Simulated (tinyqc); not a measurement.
# Ferroelectric with a first-order transition, Landau-Devonshire energy: polarisation and permittivity against temperature

One domain with free energy u = al P^2 + be P^4 + ga P^6 - E P, al = a0 (T - T0), be < 0 < ga (P in uC/cm^2, E in kV/cm, u in mJ/cm^3). Equilibrium: E = 2 al P + 4 be P^3 + 6 ga P^5; a state is stable against small changes where dE/dP > 0. The coercive field is that of uniform switching, which real films, switching by domains, do not reach.

Ps^2 = [-be + sqrt(be^2 - 3 al ga)]/(3 ga); Pc^2 = [-3 be + sqrt(9 be^2 - 15 al ga)]/(15 ga), Ec = -E(Pc); susceptibility chi = 1/(eps0 dE/dP). TC = T0 + be^2/(4 a0 ga), where u(Ps) = u(0); T1 = T0 + be^2/(3 a0 ga), where the polar minimum disappears. For the non-polar state chi0 = 1/(2 eps0 al).

Inputs (values chosen for the exercise): slope of the quadratic coefficient a0 = 0.016 kV cm/(uC K); Curie-Weiss temperature T0 = 350 K; quartic coefficient be = -0.0043 kV cm^5/uC^3; sixth-order coefficient ga = 9.5e-6 kV cm^9/uC^5.

Constants: eps0 = 8.8541878128e-14 F/cm where lengths are in cm. Results are converted to the units shown.

Polarisation and permittivity against temperature:

| T (K) | Ps (uC/cm^2) | u(Ps) (mJ/cm^3) | Ec (kV/cm) | chi at Ps | chi0 |
|---|---|---|---|---|---|
| 150 | 22.77 | -1491 | 113.2 | 260.0 | unstable |
| 230 | 21.24 | -869.1 | 72.58 | 365.8 | unstable |
| 290 | 19.71 | -464.9 | 43.75 | 536.7 | unstable |
| 325 | 18.51 | -259.7 | 27.74 | 753.5 | unstable |
| 342 | 17.78 | -170.1 | 20.23 | 949.6 | unstable |
| 358.1 | 16.91 | -92.42 | 13.30 | 1284 | 43570 |
| 370.3 | 16.05 | -39.28 | 8.182 | 1804 | 17390 |
| 378.4 | 15.28 | -7.399 | 4.859 | 2569 | 12430 |
| 386.5 | 14.09 | 20.80 | 1.601 | 5233 | 9670 |
| 389.7 | 13.14 | 30.38 | 0.3338 | 1.314e4 | 8890 |

Ps falls from 22.8 to 13.1 uC/cm^2 without reaching zero, Ec falls from 113 to 0.334 kV/cm and chi rises from 260 to 13100. u(Ps) turns positive at TC = 380.4 K: the 2 row(s) above it are metastable, up to T1 = 390.5 K. Between T0 = 350 K and TC the non-polar state is the metastable one.

Computed by the program tinyqc: `OMP_NUM_THREADS=1 python tinyqc.py 2860116 2860117 out.jsonl`, one thread of a shared Intel Xeon 2.30GHz, about 0.01 s for the whole run.
